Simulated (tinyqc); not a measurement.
Out-diffusion of a doped substrate or buried layer into a growing epitaxial film: one step, computed by the program tinyqc.

x is counted from the original substrate surface into the film, whose surface moves as x = v t. Substrate dopant has one diffusivity; the dopant of the film is taken as uniform.

Question. Scales. D = D0 exp(-E/(k_B T)); growth time t = d/v; l = 2 sqrt(D t); growth number G = v t/l = d/l; 1 um = 1e-4 cm. Temperatures in kelvin are T(C) + 273.15.

Inputs (values chosen for the exercise, modelled on phosphorus in silicon):

| quantity | value | unit |
|---|---|---|
| prefactor D0 | 4.32 | cm^2/s |
| activation energy E | 3.67 | eV |
| growth rate v | 1 | um/min |
| film thickness d | 1.5 | um |
| growth temperature T | 1200 | C |

Film doping: opposite type.

Constants: k_B = 8.617333262e-05 eV/K.

Give: diffusivity D; growth time t; length l; growth number G.

Answer.

diffusivity D = 1.202e-12 cm^2/s

growth time t = 1.5 min

length l = 0.2081 um

growth number G = 7.209

The surface outruns diffusion, so the film acts as an infinite medium.
